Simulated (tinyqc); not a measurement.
Arrhenius fit: deep-level transient spectroscopy (DLTS) of one majority-carrier trap. Computed by tinyqc, a small Python program. Command: `OMP_NUM_THREADS=1 python tinyqc.py 3003498 3003499 out.jsonl dlts walk`. One thread of a shared host (Intel(R) Xeon(R) Processor @ 2.30GHz), about 0.04 s of CPU time with the checks.

A filling pulse loads the traps in a one-sided junction; under reverse bias they empty at the rate e, and the capacitance relaxes as C(t) = C_0 - dC exp(-e t). The signal is S = [C(t_2) - C(t_1)]/dC.

Inputs (values chosen for the exercise, with mass and screening modelled on InP): density-of-states mass m = 0.583 m_0; valleys M = 1; trap depth E_t = 0.267 eV; cross-section sigma_0 = 7.5e-15 cm^2; degeneracy ratio g = 1; gate time t_1 = 0.005 s; ratio t_2/t_1 = 10.

Carriers: holes. Extra term: none.

Constants: k_B = 8.617333262e-05 eV/K; k_B = 1.380649e-23 J/K; m_0 = 9.1093837015e-31 kg; h = 6.62607015e-34 J s.

Method:
- e = g sigma v N_b exp(-E/k_B T), v = sqrt(3 k_B T/m), N_b = 2 M (2 pi m k_B T/h^2)^(3/2), sigma = sigma_0, E = E_t.
- S(e) = exp(-e t_1) - exp(-e t_2) peaks at the rate window e_0 = ln(t_2/t_1)/(t_2 - t_1).
- t_1 is scaled by 0.1, 0.3, 1, 3, 10 and 30 at fixed t_2/t_1; each T_p by bisection.
- Least squares of ln(e_0/T_p^2) on 1/(k_B T_p): slope -E_a, intercept ln(gamma sigma_a) with gamma = v N_b/T^2 = sqrt(3 k_B/m) 2 M (2 pi m k_B/h^2)^(3/2). For comparison, the slope of ln e_0 alone.

Arrhenius data:
```
t_1 (s)  e_0 (1/s)  T_p (K)  1/(k_B T_p) (1/eV)  ln(e_0/T_p^2)
0.0005     511.686  152.701             75.9953       -3.81925
0.0015     170.562  145.513             79.7488       -4.82144
0.0050      51.169  138.347             83.8798       -5.92441
0.0150      17.056  132.375             87.6639       -6.93477
0.0500       5.117  126.375             91.8257       -8.04597
0.1500       1.706  121.341             95.6358       -9.06328
```

apparent depth E_a = 0.267 eV

intercept = 16.471

gamma = 1.8985e+21 cm^-2 s^-1 K^-2

apparent cross-section = 7.5000e-15 cm^2

slope without T^2 = 0.29039 eV

The apparent depth is 0.2670 eV against E_t = 0.267 eV, and the apparent cross-section is 1.00 times sigma_0: both inputs are recovered. Leaving out the T^2 factor overstates the slope by 23 meV, about 2 k_B T_p.

Extremes, crossings and ranges named in words are read from the listed rows.
